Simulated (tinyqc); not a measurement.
## Magnetoresistance against angle

Conductance G = G0 (1 + P1 P2 cos(phi)) at low bias, phi the angle between the magnetisations, normalised to Rp = RA/area at phi = 0.

Values chosen for this exercise: diameter Dm = 49 nm; spin polarisation of the reference layer P1 = 0.55; spin polarisation of the free layer P2 = 0.53; resistance-area product, parallel state RA = 5.7 ohm um^2.

Result of one run:
```
phi (degree)  R (kohm)  R/Rp - 1 (%)  share of the full TMR (%)
20               3.064         1.380                      1.677
```

What becomes of these results when the angle phi is changed from 20 to 135 degree, all else the same?

Result of the changed run:
```
phi (degree)  R (kohm)  R/Rp - 1 (%)  share of the full TMR (%)
135              4.917         62.68                      76.18
```

The whole series:
```
phi (degree)  R (kohm)  R/Rp - 1 (%)  share of the full TMR (%)
0                3.023             0                          0
20               3.064         1.380                      1.677
45               3.237         7.079                      8.603
70               3.550         17.44                      21.20
90               3.904         29.15                      35.42
110              4.336         43.45                      52.81
135              4.917         62.68                      76.18
160              5.377         77.87                      94.64
180              5.510         82.29                      100.0
```

R rises from 3.02 to 5.51 kohm, TMR0 = 82.3 %. It is the conductance that follows cos(phi), so at 90 degrees R has covered only (1 - P1 P2)/2 = 35.4 % of its range.

Computed by the program tinyqc: `OMP_NUM_THREADS=1 python tinyqc.py 2450010 2450011 out.jsonl`, one thread of a shared Intel Xeon 2.30GHz, about 0.01 s for the whole run.
